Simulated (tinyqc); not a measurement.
# Gate voltage for a given inversion charge

Inverse problem. p-type body, charge-sheet picture, depletion and inversion only, full ionisation (an idealisation for deep acceptors), Boltzmann statistics (rough once Na exp(x - xn) passes about Nc/7). In units of Vt: xg = (Vg - Vfb)/Vt, x = psi/Vt, G = gamma/sqrt(Vt), xn = (2 phiF + Vc)/Vt. The implicit equation is (xg - x)^2 = G^2 [x - 1 + exp(x - xn)] for x above about 3. Cox = eps0 eox/tox. ni = sqrt(Nc Nv) exp(-Eg/(2 Vt)), Eg in volts; phiF = Vt ln(Na/ni); gamma = sqrt(2 q eps0 eps_r Na)/Cox. N_inv = (Cox Vt G/q) [sqrt(x - 1 + exp(x - xn)) - sqrt(x - 1)]. Find x - xn, psi and Vg.

Inputs (values chosen for the exercise); band and dielectric values close to those of germanium: temperature T = 300 K; band gap Eg = 0.668 eV; relative permittivity eps_r = 15.9; conduction-band density of states at T Nc = 1.03e19 cm^-3; valence-band density of states at T Nv = 5.91e18 cm^-3; relative permittivity of the gate insulator (close to zirconium oxide) eox = 24.8; insulator thickness tox = 20 nm; acceptor density Na = 2.6e17 cm^-3; flat-band voltage Vfb = -0.66 V; channel-body voltage Vc = 0 V.

Constants: q = 1.602176634e-19 C, kB = 1.380649e-23 J/K, Vt = kB T/q, eps0 = 8.8541878128e-14 F/cm where lengths are in cm. Results are converted to the units shown.

N_inv = 1.1e10 cm^-2

Answer. N_inv rises steadily with x, so it fixes x; the implicit equation then gives xg directly.

x - xn = -1.34
psi = 0.458 V
Vg = 0.00412 V

tinyqc, about 0.01 s, one thread, Intel Xeon 2.30GHz (shared host): `OMP_NUM_THREADS=1 python tinyqc.py 2122085 2122086 out.jsonl`
